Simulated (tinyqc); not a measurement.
Two-step dopant diffusion (predeposition and drive-in) with a constant diffusivity: one step, computed by the program tinyqc. Command: `OMP_NUM_THREADS=1 python tinyqc.py 3000552 3000553 out.jsonl dopdiff walk`. One thread of a shared host (Intel(R) Xeon(R) Processor @ 2.30GHz), about 0.08 s of CPU time with the checks.

Fick diffusion into a half space x > 0 whose background doping C_B is of the opposite type, so that a junction lies where C = C_B.

Task: Thermal budget with ramps. D = D0 exp(-E/(k_B T)). Temperatures in kelvin are T(C) + 273.15. One ramp between the stand-by temperature and T2 adds int D dT / rate (40-point Gauss-Legendre); the usual estimate counts it as an extra time k_B T2^2/(E rate) at T2. (Dt)2 = D2 t2 + two ramps, times in seconds.

Inputs (values chosen for the exercise, modelled on gallium in silicon):
```
quantity,value,unit
prefactor D0,0.441,cm^2/s
activation energy E,3.37,eV
predeposition temperature T1,975,C
drive-in temperature T2,1050,C
drive-in time t2,90,min
ramp rate,10,C/min
stand-by temperature,800,C
```

Furnace ramps of the drive-in: linear ramps.

D2 = 6.432262e-14 cm^2/s

Constants: k_B = 8.617333262e-05 eV/K.

Give: budget of one ramp; estimated extra time of one ramp; drive-in budget (Dt)2.

Result:

budget of one ramp = 1.620e-11 cm^2

estimated extra time of one ramp = 4.477 min

drive-in budget (Dt)2 = 3.797e-10 cm^2

The integral equals 4.20 min at T2, against the estimate 4.48 min; both ramps make 8.5 % of the budget.
